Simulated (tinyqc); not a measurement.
Schottky barrier on an n-type semiconductor, non-linear Poisson equation by Newton steps: course of the Newton iteration.

One dimension, metal at x = 0, donor density C(x) = Nd, uniform. Energies are counted from the electron Fermi level of the semiconductor and the conduction-band edge is Ec = -psi, so n = Nc exp(psi/Vt); holes follow the Fermi level of the metal, at -V, so p = Nv exp((V - psi - Eg)/Vt). Ends: psi(0) = V - phiB and psi = Vt ln(Nd/Nc) deep inside. Boltzmann statistics, full ionisation, no current, no image force in the Poisson equation.

a_i = eps0 eps_r/h_i for the interval from node i to i + 1, with h_i = x_(i+1) - x_i in cm.

Start: A straight line in x from psi_0 = V - phiB to psi_b = Vt ln(Nd/Nc).

n_i = Nc exp(psi_i/Vt), p_i = Nv exp((V - psi_i - Eg)/Vt), rho_i = p_i - n_i + C_i, g_i = (n_i + p_i)/Vt. Box widths w_i = (h_(i-1) + h_i)/2 in cm. Residual F_i = a_i (psi_(i+1) - psi_i) - a_(i-1) (psi_i - psi_(i-1)) + q rho_i w_i; Jacobian: a_(i-1) and a_i beside the diagonal, b_i = -a_(i-1) - a_i - q g_i w_i on it. The two end nodes are fixed.

Solve the tridiagonal system a_(i-1) d_(i-1) + b_i d_i + a_i d_(i+1) = -F_i for nodes 1 to 8, with d = 0 on fixed nodes. Each component d is damped to sign(d) Vt ln(1 + |d|/Vt) before it is added.

Stop when the largest undamped |d| is below 1e-9 V, or after 80 iterations.

Values chosen for this exercise; band and dielectric values close to those of cadmium telluride:
- T = 300 K (temperature)
- Eg = 1.52 eV (band gap)
- eps_r = 10.2 (relative permittivity)
- Nc = 7.97e17 cm^-3 (conduction-band density of states at T)
- Nv = 1.8e19 cm^-3 (valence-band density of states at T)
- Nd = 4.8e16 cm^-3 (donor density deep in the semiconductor)
- phiB = 0.71 eV (barrier height)
- V = 0 V (bias of the metal against the semiconductor)

Constants: q = 1.602176634e-19 C, kB = 1.380649e-23 J/K, Vt = kB T/q, eps0 = 8.8541878128e-14 F/cm where lengths are in cm. Results are converted to the units shown.

| node | x (nm) | donor density C (cm^-3) |
|---|---|---|
| 0 | 0 | 4.8e16 |
| 1 | 16 | 4.8e16 |
| 2 | 35 | 4.8e16 |
| 3 | 57.7 | 4.8e16 |
| 4 | 84.6 | 4.8e16 |
| 5 | 117 | 4.8e16 |
| 6 | 155 | 4.8e16 |
| 7 | 200 | 4.8e16 |
| 8 | 254 | 4.8e16 |
| 9 | 318 | 4.8e16 |

Course of the iteration:

| iteration | largest \|F\| (C/cm^2) | largest \|d\| (V) | at node |
|---|---|---|---|
| 1 | 4.51e-8 | 1.05 | 6 |
| 2 | 3.66e-8 | 0.713 | 6 |
| 3 | 3.85e-8 | 0.459 | 5 |
| 4 | 3.18e-8 | 0.250 | 5 |
| 5 | 2.22e-8 | 0.119 | 4 |
| 6 | 1.31e-8 | 0.0499 | 4 |
| 7 | 7.55e-9 | 0.0152 | 4 |
| 8 | 1.84e-9 | 2.70e-3 | 4 |
| 9 | 8.13e-11 | 1.14e-4 | 4 |
| 10 | 1.56e-13 | 2.18e-7 | 4 |
| 11 | 5.69e-19 | 7.93e-13 | 4 |

Did this iteration meet its convergence test, and what does its course show?

Yes. Converged in 11 iterations. Once the step is below 0.1 Vt, 2 more iteration(s) reach the threshold: near the solution the error is roughly squared each time.

tinyqc, about 0.07 s, one thread, Intel Xeon 2.30GHz (shared host): `OMP_NUM_THREADS=1 python tinyqc.py 2020135 2020136 out.jsonl`
